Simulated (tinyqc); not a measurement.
Inside a calculation: gated graphene: carriers, quantum capacitance and optical conductivity. Values are carried at full precision from step to step, so a last printed digit may differ when a step is redone from the rounded ones.

Cones E = +/- hv |k|, four flavours, D(E) = 2|E|/(pi hv^2). n = (2/pi)(kT/hv)^2 F_1(mu/kT), p = (2/pi)(kT/hv)^2 F_1(-mu/kT), in 1/angstrom^2 (1e16 for 1/cm^2); F_1(eta) = integral_0^infinity x dx/(1 + exp(x - eta)). Cq/e^2 = d(n - p)/d mu = (2 kT/(pi hv^2)) ln(2 + 2 cosh(mu/kT)).

Gate: V = mu/e + e (n - p)/Cox with Cox/e^2 = k/(4 pi e2 t), t in angstrom, e2 = e^2/(4 pi eps0); 1/(eV angstrom^2) in C/e^2 equals 1602.176634 microfarad/cm^2; total 1/C = 1/Cox + 1/Cq.

Constants: kB = 8.617333262e-05 eV/K; e^2/(4 pi eps0) = 14.39964547 eV angstrom; fine-structure constant alpha = 0.007297352564.

Inputs chosen for the exercise (Fermi velocity near that of graphene, gate dielectric near HfO2; the results hold for these values, not for the real material): hv = 6.36 eV angstrom (hbar vF); T = 77 K; k = 17.24 (dielectric constant of the gate layer); t = 3 nm (its thickness); V = 0.15 V (gate voltage from the neutrality point); E = 0.062 eV (photon energy); Gm = 20 meV (intraband damping).

## Chemical potential at the gate voltage

Solve the gate equation for mu.

Cox = 5.088 microfarad/cm^2
mu = 0.1162 eV
n = 1.07e+12 1/cm^2
p = 172 1/cm^2

mu takes 77.5 % of the gate voltage; the zero-temperature rule |mu| = hv sqrt(pi |n - p|) gives 0.1168 eV.

## Quantum capacitance

1/(eV angstrom^2) in C/e^2 equals 1602.176634 microfarad/cm^2; 1/C = 1/Cox + 1/Cq.

Cq = 2.930 microfarad/cm^2
C = 1.859 microfarad/cm^2
Cq at mu = 0 = 0.2320 microfarad/cm^2

C is 0.365 of Cox.

## Optical conductivity at one energy

Conductivity over sigma0 = e^2/(4 hbar): interband Re = sinh(E/2kT)/(cosh(mu/kT) + cosh(E/2kT)); intraband Re = (8 kT/pi) ln(2 cosh(mu/2kT)) Gm/(E^2 + Gm^2). A free sheet absorbs about pi alpha_f Re(sigma/sigma0), alpha_f the fine-structure constant (alpha among the constants).

Evaluate both parts and the absorption.

interband = 0.0000
intraband = 0.6972
absorption = 1.598 %

E is below 2|mu| = 0.2324 eV; at this temperature interband transitions are mostly Pauli blocked; the universal value is pi alpha_f = 2.293 %.

## Checks

- Cq/e^2 against the finite difference of n - p (1/(eV angstrom^2)): both 0.001829.

(tinyqc, `OMP_NUM_THREADS=1 python tinyqc.py 1680835 1680836 out.jsonl`, Intel(R) Xeon(R) Processor @ 2.30GHz, 1 thread, shared host, about 0.01 s.)
